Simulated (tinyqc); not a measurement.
What each parameter does: two-dimensional electron gas with Rashba and Dresselhaus coupling.

H = c k^2/m + al (ky sx - kx sy) + b1 (kx sx - ky sy) + gam kx ky (kx sy - ky sx), s the Pauli matrices, x = [100], c = hbar^2/2m0, b1 = gam (pi/L)^2 (hard walls). H = c k^2/m + B.s, so E = c k^2/m -/+ |B| and the lower state has its spin along -B.

Constants: hbar^2/2m0 = 3.80998211 eV angstrom^2.

Parameters, chosen for this exercise (of the size met in GaN; the results hold for these values, not for the real material): m = 0.2311 m0 (mass); al = 0.0037 eV angstrom (Rashba constant); gam = 0 eV angstrom^3 (bulk Dresselhaus constant); L = 201 angstrom (width of the (001) well); n = 9.6 1e11/cm^2 (sheet density (one subband filled)).

Splittings 2|B| at k0 = sqrt(2 pi n) along [100], [110] and [-110], and E0 = c k0^2/m; 1e11/cm^2 = 1e-5/angstrom^2.

One parameter was then changed.

Results before and after:
```
case     [100] (meV)  [110] (meV)  [-110] (meV)  E0 (meV)
base          0.1817       0.1817        0.1817      9.94
changed       0.2181       0.2181        0.2181      9.94
```

Which of these changes was made? (a) n = 14.4 1e11/cm^2; (b) L = 221 angstrom; (c) gam = 3 eV angstrom^3; (d) m = 0.25421 m0; (e) al = 0.00444 eV angstrom.

Answer: (e) al = 0.00444 eV angstrom. Of the candidates, run in turn, only this one gives the changed row.

All candidates:
```
case                      [100] (meV)  [110] (meV)  [-110] (meV)  E0 (meV)
base                           0.1817       0.1817        0.1817      9.94
m = 0.25421 m0                 0.1817       0.1817        0.1817      9.04
al = 0.00444 eV angstrom       0.2181       0.2181        0.2181      9.94
gam = 3 eV angstrom^3          0.1853       0.1733        0.1902      9.94
L = 221 angstrom               0.1817       0.1817        0.1817      9.94
n = 14.4 1e11/cm^2             0.2226       0.2226        0.2226     14.92
```

Computed by tinyqc, a small Python program: `OMP_NUM_THREADS=1 python tinyqc.py 1452752 1452753 out.jsonl` (the numbers bound the seed that draws the inputs); one thread of a shared host (Intel(R) Xeon(R) Processor @ 2.30GHz), about 0.01 s for the whole set of steps.
